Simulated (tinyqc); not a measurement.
## Trap density from two Hall measurements

Question. p-type body, charge-sheet picture, full ionisation (an idealisation for deep acceptors), Boltzmann statistics for free electrons. e = Ec - EF at the surface. psi = Eg - Vt ln(Nv/Na) - e; N_dep = sqrt(2 eps0 eps_r Na (psi - Vt)/q); n_f = sqrt(N_dep^2 + 2 eps0 eps_r Vt Nc exp(-e/Vt)/q) - N_dep; Vg = Vfb + psi + q (N_dep + n_t + n_f)/Cox, Cox = eps0 eox/tox. Find e and n_t at both points and the mean trap density between them.

Parameters, values chosen for the exercise; band and dielectric values close to those of 4H silicon carbide:
- T = 300 K (temperature)
- Eg = 3.22 eV (band gap)
- eps_r = 9.65 (relative permittivity)
- Nc = 1.68e19 cm^-3 (conduction-band density of states at T)
- Nv = 2.5e19 cm^-3 (valence-band density of states at T)
- eox = 3.9 (relative permittivity of the insulator)
- tox = 68 nm (insulator thickness)
- Na = 2.7e16 cm^-3 (acceptor density)
- Vfb = -2.06 V (flat-band voltage without trapped charge)

Constants: q = 1.602176634e-19 C, kB = 1.380649e-23 J/K, Vt = kB T/q, eps0 = 8.8541878128e-14 F/cm where lengths are in cm. Results are converted to the units shown.

Vg (V): 5.8837696  9.8767056
free sheet density from the Hall effect (cm^-2): 1.1220969e9  5.1363300e10

Answer. Each n_f fixes e; what the gate voltage holds beyond psi, N_dep and n_f is trapped; the difference quotient is the density, smeared over a few Vt.

e (eV): 0.200  0.100
n_t (cm^-2): 7.15e11  1.88e12
mean trap density = 1.17e13 cm^-2 eV^-1

Program tinyqc, `OMP_NUM_THREADS=1 python tinyqc.py 2222078 2222079 out.jsonl`; Intel Xeon 2.30GHz, shared host, one thread, about 0.02 s.
